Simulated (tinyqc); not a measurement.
# Nanowire ballistic transistor, top-of-the-barrier model: effects of single changes

At the top of the source barrier, states moving towards the drain are filled by the source (Fermi level 0) and states moving back by the drain (Fermi level -q Vd); nothing scatters. U is the shift of the band edge there, set by the capacitances CG, CD and CS (the total) and by the charge. Parabolic one-dimensional subband; the source is grounded.

Parameters, values chosen for the exercise; mass and valleys close to those of a monolayer dichalcogenide: temperature T = 77 K; effective mass m = 0.507 m0; valley degeneracy gv = 2; relative permittivity of the gate insulator eox = 16; insulator thickness tox = 3.2 nm; wire diameter d = 3 nm; gate control CG/CS aG = 0.79; drain control CD/CS aD = 0.019; band edge at the barrier top above the source Fermi level at zero bias E0 = 0.22 eV; drain voltage Vd = 0.2 V.

Constants: q = 1.602176634e-19 C, kB = 1.380649e-23 J/K, hbar = 1.054571817e-34 J s, h = 6.62607015e-34 J s, m0 = 9.1093837015e-31 kg, Vt = kB T/q, eps0 = 8.8541878128e-14 F/cm where lengths are in cm. Results are converted to the units shown.

Each table varies one quantity; the others keep the values above.

## Output curve

N0 = gv sqrt(2 m kB T/pi)/hbar, CG = 2 pi eps0 eox/ln(1 + 2 tox/d), CS = CG/aG, n0 = n at U = 0 and Vd = 0. eta1 = -(E0 + U)/Vt, eta2 = eta1 - Vd/Vt, n = (N0/2)[F_(-1/2)(eta1) + F_(-1/2)(eta2)], F_(-1/2)(x) = (1/sqrt(pi)) int_0^infinity u^(-1/2)/(1 + exp(u - x)) du. U = UL + q (n - n0)/CS with UL = -(aG Vg + aD Vd), energies in eV. I = gv (2 q^2/h) Vt [ln(1 + exp eta1) - ln(1 + exp eta2)]. CQ = (q/Vt) dn/d(eta1).

In this table Vg = 0.8 V.

Results:
```
Vd (V)	eta1	n (cm^-1)	I (uA)	mean velocity I/(q n) (cm/s)	CQ/CS
0.01	20.76	1.690e7	1.550	5.723e5	1.039
0.05	22.46	1.625e7	7.748	2.976e6	1.092
0.1	24.87	1.532e7	15.50	6.312e6	1.215
0.15	27.79	1.419e7	23.24	1.022e7	1.520
0.2	31.60	1.269e7	30.78	1.513e7	2.222
0.3	35.41	1.125e7	36.41	2.019e7	0.3897
0.4	35.61	1.129e7	36.62	2.025e7	0.3883
0.6	36.03	1.135e7	37.04	2.037e7	0.3861
0.8	36.44	1.142e7	37.47	2.049e7	0.3839
```

Estimate the missing row, Vd = 0.025 V.

Computed row:
```
Vd (V)	eta1	n (cm^-1)	I (uA)	mean velocity I/(q n) (cm/s)	CQ/CS
0.025	21.37	1.667e7	3.874	1.451e6	1.056
```

With this row back in the table: The current rises from 1.55 to 37.5 uA; n goes from 1.69e7 through a minimum of 1.13e7 (at Vd = 0.3 V among the rows listed) to 1.14e7 cm^-1 and eta1 rises from 20.8 to 36.4. The resistance in the first row is 6.45 kohm, against h/(2 q^2 gv) = 6.45 kohm for one open subband, though nothing scatters in the channel. The current passes 90 % of its last value at Vd = 0.3 V among the rows, where eta2 = -9.8; returning states are gone from Vd = 0.3 V on (eta2 < -7), and from there the drain control aD lifts eta1 from 35.4 to 36.4.

## Transfer curve

Same model as above.

CQ = (q/Vt) dn/d(eta1).

Results:
```
Vg (V)	eta1	n (cm^-1)	I (uA)	mean velocity I/(q n) (cm/s)	CQ/CS
0	-32.58	1.185e-8	7.268e-15	3.828e6	2.901e-14
0.12	-18.30	0.01899	1.165e-8	3.828e6	4.648e-8
0.25	-3.013	7.963e4	0.04932	3.866e6	0.1884
0.38	3.864	3.594e6	3.994	6.937e6	1.287
0.5	11.38	6.360e6	11.70	1.148e7	0.6935
0.62	20.36	8.528e6	20.94	1.532e7	0.5148
0.75	29.68	1.104e7	30.02	1.696e7	1.729
1	41.31	1.845e7	30.99	1.048e7	1.061
```

Estimate the missing row, Vg = 0.88 V.

Computed row:
```
Vg (V)	eta1	n (cm^-1)	I (uA)	mean velocity I/(q n) (cm/s)	CQ/CS
0.88	34.93	1.522e7	30.98	1.270e7	1.525
```

With this row back in the table: The current rises from 7.27e-15 to 31.0 uA. Between the first two rows the swing is 19.3 mV a decade, against Vt ln 10/aG = 19.3. CQ/CS goes from 2.9e-14 to 1.1, so a volt on the gate moves the band edge by 0.79 eV in the first row and 0.38 eV in the last. The mean velocity goes from 3.83e6 through a maximum of 1.70e7 (at Vg = 0.75 V among the rows listed) to 1.05e7 cm/s.

Numbers from tinyqc (`OMP_NUM_THREADS=1 python tinyqc.py 2400065 2400066 out.jsonl`; about 0.04 s on one thread of a shared Intel Xeon 2.30GHz).
